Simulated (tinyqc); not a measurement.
Inside a calculation. Model: trench capacitor in an array: capacitance, non-linearity, leakage and relaxation.

tinyqc, about 0.01 s, one thread, Intel Xeon 2.30GHz (shared host): `OMP_NUM_THREADS=1 python tinyqc.py 2102019 2102020 out.jsonl` Printed values are rounded.

A film between two metal electrodes, each interface adding a series capacitance ci. The small-signal permittivity is ek (1 + aq E^2); the field is found with the linear permittivity. Leakage J = J0 sinh(E/Ef). After a voltage step the film passes a relaxation current kr C V tt^(-nr), tt being the time in seconds. The sidewall is a coaxial capacitor with radii a = dm/2 - t and b = dm/2, depth AR dm; the end face is left out.

Parameters, values chosen for the exercise; permittivity of the order of that of hafnium oxide:

| symbol | value | unit | meaning |
|---|---|---|---|
| ek | 19.1 |  | relative permittivity of the film |
| t | 7.8 | nm | film thickness |
| ci | 1000 | uF/cm^2 | capacitance of each electrode interface (dead layer and screening) |
| aq | 0.01 | cm^2/MV^2 | quadratic field coefficient of the permittivity |
| V | 1.2 | V | bias |
| J0 | 5.6e-10 | A/cm^2 | leakage prefactor |
| Ef | 0.33 | MV/cm | field for an e-fold rise of the leakage |
| dm | 90 | nm | diameter of the hole |
| AR | 20 |  | aspect ratio, depth over diameter |
| pt | 130 | nm | pitch of the square array |
| rho | 1700 | uohm cm | resistivity of the inner electrode |

Constants: eps0 = 8.8541878128e-14 F/cm where lengths are in cm. Results are converted to the units shown.

## Planar capacitance, field and non-linearity

Planar film: Cf = eps0 ek/t, 1/C = 1/Cf + 2/ci, EOT = 3.9 eps0/C, effective permittivity C t/eps0, E = (V/t) C/Cf; quadratic coefficient [C(V)/C - 1]/V^2 with Cf (1 + aq E^2) in C(V).

Cf = 2.168141 uF/cm^2
C = 2.158780 uF/cm^2
EOT = 1.599576 nm
effective permittivity = 19.01753
E = 1.531819 MV/cm
quadratic coefficient = 16222.93 ppm/V^2
J = 2.904416e-8 A/cm^2

The interfaces take 0.432 % of the voltage.

## Cell capacitance, fields and time constant

Per length 1/c = ln(b/a)/(2 pi eps0 ek) + (1/a + 1/b)/(2 pi ci); cell capacitance c AR dm; per footprint over pt^2; fields c V/(2 pi eps0 ek r) at r = a and b; resistance of the inner electrode rho AR dm/(pi a^2); time constant R C/3 of the distributed line.

a = 37.2 nm
b = 45 nm
cell capacitance = 10.00421 fF
capacitance per footprint = 59.19648 uF/cm^2
field at a = 1.687277 MV/cm
field at b = 1.394816 MV/cm
R = 7.038590 kohm
R C/3 = 23.47183 ps

The array gives 27.4 times the planar capacitance per footprint; curvature makes the field at the inner electrode 1.10 times the planar value.
